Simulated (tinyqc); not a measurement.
Thin-film transistor with exponential tail and deep states, accumulation layer: two steps of the calculation.

An undoped film in accumulation, thicker than the space-charge layer. With band bending psi the Fermi level lies E0 - psi below the band edge. Free electrons n = n0 exp(psi/Vt) carry the current; electrons in two exponential distributions of traps, a = a0 exp(psi/Va) and d = d0 exp(psi/Vp), do not. Linear regime, ohmic contacts, traps in equilibrium.

Parameters, values chosen for the exercise; values close to those of an organic semiconductor: temperature T = 250 K; relative permittivity of the semiconductor eps_r = 3.2; band mobility mb = 3.1 cm^2/(V s); characteristic temperature of the tail Tt = 390 K; characteristic temperature of the deep states Td = 1250 K; gate capacitance Ci = 100 nF/cm^2; ratio W/L WL = 20; drain voltage Vd = 0.1 V; gate voltage above flat band Vg = 1.9 V.

Constants: q = 1.602176634e-19 C, kB = 1.380649e-23 J/K, Vt = kB T/q, eps0 = 8.8541878128e-14 F/cm where lengths are in cm. Results are converted to the units shown.

Problem 1. Surface potential by Newton steps. Va = kB Tt/q, Vp = kB Td/q. G(psi) = sum over the three kinds of c0 [V (exp(psi/V) - 1) - psi], field F = sqrt(2 q G/(eps0 eps_r)); Vg = psi + eps0 eps_r F/Ci at the surface. f = psi + eps0 eps_r F/Ci - Vg, f' = 1 + q rho/(Ci F) with rho = sum c0 (exp(psi/V) - 1); psi(new) = psi - f/f'.

psi at the start = 0.17 V
n0 = 2.7988943e11 cm^-3
a0 = 9.1634750e14 cm^-3
d0 = 5.6307865e15 cm^-3

Find: F; f; f'; psi after iteration 1.

Solution 1.

F = 82.721 kV/cm
f = -1.4956 V
f' = 4.2086
psi after iteration 1 = 0.52537 V

Problem 2. Free and total charge, current. Total charge Q = Ci (Vg - psi_s); free charge Qf = q times the integral of n0 (exp(psi/Vt) - 1)/F over psi from 0 to psi_s; I = (W/L) mb Qf Vd; effective mobility mb Qf/Q.

psi_s = 0.304428940 V
n0 = 2.79889432e11 cm^-3
a0 = 9.16347497e14 cm^-3
d0 = 5.63078650e15 cm^-3

Give: surface densities; Q; Qf; effective mobility; I.

Solution 2.

surface densities (cm^-3): free 3.837e17, tail 7.871e18, deep 9.505e16
Q = 159.6 nC/cm^2
Qf = 3.432 nC/cm^2
effective mobility = 0.06668 cm^2/(V s)
I = 21.28 nA

Program tinyqc, `OMP_NUM_THREADS=1 python tinyqc.py 2610136 2610137 out.jsonl`; Intel Xeon 2.30GHz, shared host, one thread, about 0.02 s.
